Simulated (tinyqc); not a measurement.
# Decay of LO phonons and the hot-phonon bottleneck in the cooling of electrons, step by step

A worked calculation. Computed by tinyqc, a small Python program that keeps every step. Command: `OMP_NUM_THREADS=1 python tinyqc.py 3021262 3021263 out.jsonl hotphonon walk`. One thread of a shared host (Intel(R) Xeon(R) Processor @ 2.30GHz), about 0.01 s of CPU time with the checks. Intermediate numbers are printed to about 7 digits and carried at full precision; extremes and crossings named in words are read from the listed rows.

n(E, T) = 1/(exp(E/(k_B T)) - 1) is the Bose occupation. Electrons have a temperature T_e; the LO modes within their reach share one occupation N; the decay products stay at the lattice temperature.

Inputs (values chosen for the exercise, modelled on gallium oxide):
```
quantity                                             value    unit
LO energy hbar omega                                  43.9     meV
lifetime at T = 0, tau_0                               1.5      ps
lattice temperature T                                  150       K
electron mass m*                                     0.271     m_0
eps_inf                                               3.51       -
static dielectric constant eps_s                      10.1       -
electron density n                                 2.4e+17  1/cm^3
density of LO modes that the electrons reach, N_m  4.8e+18  1/cm^3
power supplied per electron P                          4.8      nW
step factor                                              1       -
```

Decay channel: two equal phonons (Klemens).

Constants: k_B = 8.617333262e-05 eV/K; c = 299792458 m/s; e^2/(4 pi eps_0) = 14.39964548 eV angstrom; hbar^2/(2 m_0) = 3.80998212 eV angstrom^2; hbar = 6.582119569e-16 eV s; e = 1.602176634e-19 C; k_B = 1.380649e-23 J/K.

## Lifetime and Raman width

Decay rate 1/tau = (1/tau_0) [1 + 2 n(hbar omega/2)]. Full width Gamma = 1/(2 pi c tau) in 1/cm, c in cm/s.

thermal factor tau_0/tau = 1.448058

phonon lifetime tau = 1.035870 ps

Raman width Gamma = 5.125003 1/cm

equilibrium LO occupation N_0 = 0.03465951

Stimulated decay shortens the lifetime by 31 %.

## Spontaneous emission time

Froehlich coupling alpha = (e^2/(4 pi eps_0)) (1/eps_inf - 1/eps_s) k_0/(2 hbar omega), k_0 = sqrt(m* hbar omega/(hbar^2/(2 m_0))); emission time tau_sp = hbar/(2 alpha hbar omega); bottleneck ratio r = (n/N_m) tau/tau_sp.

alpha = 1.703608

emission time tau_sp = 4.400496 fs

bottleneck ratio r = 11.76993

r compares the rate at which electrons exchange quanta with a mode to its decay rate. Exchange outruns decay, so a hot population builds up if the power is high enough. Caution: alpha is above 1/2, so hbar/tau_sp exceeds hbar omega and the emission time, a weak-coupling result, is only rough.

## Electron and phonon temperatures in closed form

Net emission per electron: [(N + 1) x - N]/tau_sp with x = exp(-hbar omega/(k_B T_e)), a simple two-level balance; steady state of the modes: n [(N + 1) x - N]/tau_sp = N_m (N - N_0)/tau; power per electron P = hbar omega [(N + 1) x - N]/tau_sp. With p = P tau_sp/(hbar omega): N = N_0 + r p and x = (p + N)/(N + 1); without hot phonons N = N_0. The mode temperature T_LO solves n(hbar omega, T_LO) = N.

reduced power p = 0.003003087

LO occupation N = 0.07000562

electron temperature T_e = 189.7462 K

T_e without hot phonons = 153.7621 K

mode temperature T_LO = 186.8235 K

Hot phonons raise T_e by 36 K. T_LO lies close to T_e: electrons and LO modes form one hot system, cooled only by the decay.

## The same balance by iteration

Eliminating N gives P(T_e) = (hbar omega/tau_sp) [(N_0 + 1) x - N_0]/[1 + r (1 - x)]. Newton steps on ln P against ln T_e, times the step factor, each limited to 0.7 in ln T_e and to keeping a fifth of T_e - T; start at 1.5 T; stop when |ln(P/P(T_e))| < 1e-9 or after 40 steps.

Iterations:
```
step   T_e (K)  P(T_e) (nW)   ln(P/P(T_e))
0     225.0000     10.08532  -7.424650e-01
1     182.8692      3.86950   2.154913e-01
2     189.2684      4.73415   1.381298e-02
3     189.7442      4.79971   5.943213e-05
4     189.7462      4.80000   1.103894e-09
5     189.7462      4.80000  -3.330669e-16
```

converged (1 yes, 0 no) = 1

T_e from the iteration = 189.7462 K

Converged at step 5.

## Energy relaxation with and without hot phonons

P(T_e) = (hbar omega/tau_sp) [(N_0 + 1) x - N_0]/[1 + r (1 - x)], and r = 0 without hot phonons; energy relaxation time tau_E = (3/2) k_B (T_e - T)/P.

Cooling:
```
T_e (K)  P, cold phonons (nW)  P, hot phonons (nW)     ratio  tau_E (ps)           N
180                  42.17372             3.492504  12.07550   0.1778930  0.06037751
230                  125.1239             10.89443  11.48513   0.1520758   0.1148836
300                  247.2814             23.29388  10.61573   0.1333595   0.2061904
450                  477.7064             53.22178  8.975768   0.1167364   0.4265726
650                  699.8538             94.64233  7.394723   0.1094105   0.7315842
950                  911.9436             154.9539  5.885259   0.1069208    1.175705
1450                 1108.425             247.0370  4.486879   0.1089823    1.853784
2150                 1249.467             358.7252  3.483075   0.1154630    2.676231
```

Reabsorption cuts the loss by a factor 12.1 at the lowest T_e and 3.48 at the highest; the factor is 1 + r (1 - x) with r = 11.8. tau_E runs from 0.18 to 0.12 ps, with its shortest value, 0.11 ps, at T_e = 950 K, against tau_sp = 4.4 fs and a phonon lifetime of 1.0 ps. For r (1 - x) much above 1 the loss tends to hbar omega (N_m/n)(n(hbar omega, T_e) - N_0)/tau, in which tau_sp no longer appears. Pauli blocking is left out, as are upper valleys and non-parabolic bands, which can matter above about 1000 K.

Checks made by the program: iteration against the closed form (relative difference below 1e-10).
